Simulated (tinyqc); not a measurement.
# Activation energy and ten-year temperature from two bakes

Question. tr goes as exp(q Ex/(kB T)); ten years are 3.15576e8 s. Find Ex and the temperature T10 at which tr is ten years.

Constants: q = 1.602176634e-19 C, kB = 1.380649e-23 J/K. Results are converted to the units shown.

time to crystallise at 498 and 523 K (s): 25  1.1052024

Solution. ln tr is linear in 1/T; the line is extended to ten years.

Ex = 2.80 eV
T10 = 398 K

Numbers from tinyqc (`OMP_NUM_THREADS=1 python tinyqc.py 2880101 2880102 out.jsonl`; about 0.01 s on one thread of a shared Intel Xeon 2.30GHz).
